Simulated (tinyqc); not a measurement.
## MOS capacitor on an n-type substrate, surface potential from the exact charge relation: effect of the temperature on threshold and swing

Uniform n-type substrate, Boltzmann statistics, full ionisation, classical densities. psi is the surface potential against the body (positive when the bands bend down) and u = -psi/Vt. Traps are spread evenly over the gap and neutral at flat band, so their charge is -q Dit psi; the minority quasi-Fermi level is shifted by Vb.

Nc and Nv are given at 350 K and scale as (T/350 K)^1.5; Eg is held fixed. ni = sqrt(Nc Nv) exp(-Eg/(2 Vt)), Eg in volts; phiF = Vt ln(N/ni); Cox = eps0 eox/tox; Vfb = phiM - chi - Vt ln(Nc/N) - q Nf/Cox; VT = Vfb - [(2 phiF + Vb)(1 + q Dit/Cox) + sqrt(2 eps0 eps_r q N (2 phiF + Vb))/Cox]. gamma = sqrt(2 eps0 eps_r q N)/Cox; Wm = sqrt(2 eps0 eps_r (2 phiF + Vb)/(q N)); m = 1 + (eps0 eps_r/Wm + q Dit)/Cox; swing m Vt ln 10; Cmin/Cox = 1/(1 + Cox Wm/(eps0 eps_r)).

Parameters, values chosen for the exercise; band and dielectric values those of a made-up semiconductor:
- Eg = 1.34 eV (band gap)
- eps_r = 14.9 (relative permittivity)
- Nc = 5.42e17 cm^-3 (conduction-band density of states at the reference temperature)
- Nv = 1.24e19 cm^-3 (valence-band density of states at the reference temperature)
- chi = 3.53 eV (electron affinity)
- N = 1e16 cm^-3 (donor density of the substrate)
- eox = 9.1 (relative permittivity of the gate insulator (close to aluminium oxide))
- tox = 56 nm (insulator thickness)
- phiM = 3.71 eV (gate work function)
- Nf = 0 cm^-2 (fixed charge at the interface, in units of q)
- Dit = 0 cm^-2 eV^-1 (density of interface traps)
- Vb = 0 V (reverse bias of the inversion layer against the body)

Constants: q = 1.602176634e-19 C, kB = 1.380649e-23 J/K, Vt = kB T/q, eps0 = 8.8541878128e-14 F/cm where lengths are in cm. Results are converted to the units shown.

The same in every row: gamma (V^0.5) = 0.4519.

Effect of the temperature on threshold and swing:
```
T (K)	Vfb (V)	2 phiF (V)	VT (V)	Wm (nm)	m	swing (mV/decade)	Cmin/Cox
200	0.1257	1.177	-1.542	440.3	1.208	47.95	0.1723
240	0.1091	1.134	-1.506	432.1	1.212	57.73	0.1751
280	0.09174	1.088	-1.468	423.3	1.217	67.59	0.1781
320	0.07361	1.041	-1.428	414.0	1.221	77.56	0.1813
360	0.05483	0.9925	-1.388	404.3	1.227	87.63	0.1849
400	0.03547	0.9430	-1.346	394.1	1.233	97.84	0.1888
440	0.01560	0.8925	-1.304	383.4	1.239	108.2	0.1930
```

What does the table show?

As T goes from 200 to 440, VT rises from -1.54 to -1.30 V, the swing rises from 47.9 to 108 mV/decade and Cmin/Cox rises from 0.172 to 0.193. Of the change of VT by 0.238 V, -0.110 V comes from Vfb and 0.348 V from the band bending and the charge it takes. VT changes by 0.993 mV/K on average.

tinyqc, about 0.01 s, one thread, Intel Xeon 2.30GHz (shared host): `OMP_NUM_THREADS=1 python tinyqc.py 2060075 2060076 out.jsonl`
